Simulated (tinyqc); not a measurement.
From results back to parameters: free and nearly free electrons in a metal. Three cases, with inputs chosen for the exercise.

Problem. A free-electron metal with 4 atoms in the cubic cell and z electrons an atom has EF = c kF^2/m, (hbar omega_p)^2 = 8 pi c (e^2/(4 pi eps0)) n/m and kF = (3 pi^2 n)^(1/3), c = hbar^2/2m0.

Constants: hbar^2/2m0 = 3.80998211 eV angstrom^2; e^2/(4 pi eps0) = 14.39964547 eV angstrom.

Case 1.

Values chosen (out of a larger set: near those of Cu, whose d bands this model ignores; not measured data): a = 3.582 angstrom (fcc lattice constant).

EF = 7.16131 eV
hbar omega_p = 10.95466 eV

Case 2.

Values chosen (out of a larger set: near those of Ag, whose d bands this model ignores; not measured data): a = 4.106 angstrom (fcc lattice constant).

EF = 5.45012 eV
hbar omega_p = 8.92604 eV

Case 3.

Values chosen (out of a larger set: near those of Ca; not measured data): a = 5.624 angstrom (fcc lattice constant).

EF = 3.36604 eV
hbar omega_p = 6.72781 eV

Find: kF; m; z.

Solution. (hbar omega_p)^2/EF = (8/(3 pi)) (e^2/(4 pi eps0)) kF gives kF; EF then gives m, and n = kF^3/(3 pi^2) gives z.

Case 1.

kF = 1.3710 1/angstrom
m = 1.00 m0
z = 1.00

Case 2.

kF = 1.1960 1/angstrom
m = 1.00 m0
z = 1.00

Case 3.

kF = 1.1002 1/angstrom
m = 1.37 m0
z = 2.00

Computed by tinyqc, one run a case: `OMP_NUM_THREADS=1 python tinyqc.py N N+1 out.jsonl` with N = 1680842, 1680944, 1681024; one thread of a shared Intel(R) Xeon(R) Processor @ 2.30GHz, about 0.01 s a run at most.
